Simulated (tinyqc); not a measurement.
A particle near a wafer in liquid: double-layer and van der Waals forces (DLVO), deposition barrier and removal: one step, computed by the program tinyqc. Command: `OMP_NUM_THREADS=1 python tinyqc.py 3113125 3113126 out.jsonl dlvo walk`. One thread of a shared host (Intel(R) Xeon(R) Processor @ 2.30GHz), about 0.01 s of CPU time with the checks.

Sphere and flat wall, Derjaguin approximation, constant potentials in the linear-superposition form, no retardation and no hydration force.

Problem. The curve. U(h) = Z R exp(-kappa h) - A R/(6 h); F(h) = -dU/dh = kappa Z R exp(-kappa h) - A R/(6 h^2), positive for repulsion.

Inputs (values chosen for the exercise, of the order of those for ceria on silica in water): particle radius R = 23 nm; Hamaker constant A = 1.4e-20 J; temperature T = 323 K.

kappa = 1.605125 1/nm

Z = 10.13641 pN

Constants: k_B = 1.380649e-23 J/K.

Give: the table «Against the gap» with the columns kappa h, U (k_B T), F (pN), for h (nm) = 0.4, 0.6, 1.0, 1.5, 2.5, 4.0, 7.0, 12.0, 20.0, 40.0.

Solution.

Against the gap:
```
h (nm)  kappa h  U (k_B T)     F (pN)
0.4         0.6      -2.58  -1.39e+02
0.6         1.0      -0.10  -6.23e+00
1.0         1.6      -1.53   2.15e+01
1.5         2.4      -3.32   9.84e+00
2.5         4.0      -3.87  -1.82e+00
4.0         6.4      -2.92  -2.75e+00
7.0        11.2      -1.72  -1.09e+00
12.0       19.3      -1.00  -3.73e-01
20.0       32.1      -0.60  -1.34e-01
40.0       64.2      -0.30  -3.35e-02
```

Caution: in rows where h is not small against R, A R/(6 h) overstates the van der Waals term. Caution: in rows with kappa h below 1 linear superposition is only rough.
